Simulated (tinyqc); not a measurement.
Band bending at a free surface with one surface level, surface photovoltage and Kelvin probe: one step of the calculation.

n-type bulk, xi = Ec - EF = Vt ln(Nc/Nd), p0 = ni^2/Nd, ni = sqrt(Nc Nv) exp(-Eg/(2 Vt)), Eg in volts. b is the upward band bending, u = b/Vt. Space charge per area, in units of q: Qc = sign(b) sqrt((2 eps0 eps_r Vt/q) [(Nd + dn)(exp(-u) - 1) + Nd u + (p0 + dn)(exp(u) - 1)]), with dn the excess density under light (flat quasi-Fermi levels; 0 in the dark). The level holds -Ns f, f = 1/(1 + exp((xi + b - Es)/Vt)). Neutrality: Qc + Qf + (charge of the states) = 0.

Problem. Bulk quantities. xi, ni, p0, the Debye length sqrt(eps0 eps_r Vt/(q Nd)) and the flat-band work function chi + xi.

Parameters, values chosen for the exercise; band and dielectric values close to those of gallium arsenide:
```
symbol    value   unit                                 meaning
T           300      K                             temperature
Eg         1.43     eV                                band gap
eps_r      12.8                          relative permittivity
Nc      4.44e17  cm^-3  conduction-band density of states at T
Nv      9.15e18  cm^-3     valence-band density of states at T
chi        4.06     eV                       electron affinity
Nd       4.4e16  cm^-3                           donor density
```

Constants: q = 1.602176634e-19 C, kB = 1.380649e-23 J/K, Vt = kB T/q, eps0 = 8.8541878128e-14 F/cm where lengths are in cm. Results are converted to the units shown.

Find: xi; ni; p0; Debye length; chi + xi.

Solution.

xi = 0.05976 eV
ni = 1.963e6 cm^-3
p0 = 8.758e-5 cm^-3
Debye length = 20.39 nm
chi + xi = 4.120 eV

Program tinyqc, `OMP_NUM_THREADS=1 python tinyqc.py 2430148 2430149 out.jsonl`; Intel Xeon 2.30GHz, shared host, one thread, about 0.02 s.
